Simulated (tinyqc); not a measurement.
Geometry relaxation of a small cluster: one step, computed by the program tinyqc. Command: `OMP_NUM_THREADS=1 python tinyqc.py 3024085 3024086 out.jsonl relax walk`. One thread of a shared host (Intel(R) Xeon(R) Processor @ 2.30GHz), about 0.02 s of CPU time with the checks.

E = sum_(i<j) phi(r_ij), phi(r) = eps [exp(-2 alpha (r - r0)) - 2 exp(-alpha (r - r0))]; the force on i is -sum_j phi'(r_ij) (R_i - R_j)/r_ij.

Problem. The first two steps. BFGS: R(new) = R + B F with the inverse Hessian B = eta 1 at first; with s = R(new) - R, y = F - F(new), rho = 1/(y.s): B(new) = (1 - rho s y^T) B (1 - rho y s^T) + rho s s^T, skipped if y.s is not positive. No atom moves more than 0.3 angstrom a step (the whole step is scaled). Stop when the largest force component is below 1e-5 eV/angstrom.

Inputs (values chosen for the exercise, for model atoms):
```
quantity,value,unit
length r0,3.06,angstrom
well depth eps,0.56,eV
stiffness alpha,1.38,1/angstrom
step factor eta,0.11,angstrom^2/eV
```

Potential: Morse. Method: BFGS.

starting positions (angstrom):
```
,x,y,z
atom 1,0.13,-0.24,-0.02
atom 2,2.78,-0.23,0.12
atom 3,3.11,3.16,-0.24
atom 4,-0.05,3.01,-0.09
atom 5,1.49,1.66,2.15
atom 6,1.47,1.49,-2.19
```

Give: positions after step 1; energy after step 1; positions after step 2; energy after step 2.

Solution.

positions after step 1 (angstrom):
```
,x,y,z
atom 1,-0.070,-0.179,-0.021
atom 2,2.983,-0.160,0.112
atom 3,3.060,3.092,-0.209
atom 4,-0.022,2.972,-0.084
atom 5,1.498,1.657,2.093
atom 6,1.482,1.468,-2.160
```

energy after step 1 = -7.116 eV

positions after step 2 (angstrom):
```
,x,y,z
atom 1,-0.069,-0.115,-0.013
atom 2,2.987,-0.085,0.092
atom 3,3.034,3.038,-0.176
atom 4,-0.023,2.955,-0.085
atom 5,1.510,1.632,2.047
atom 6,1.490,1.425,-2.136
```

energy after step 2 = -7.223 eV
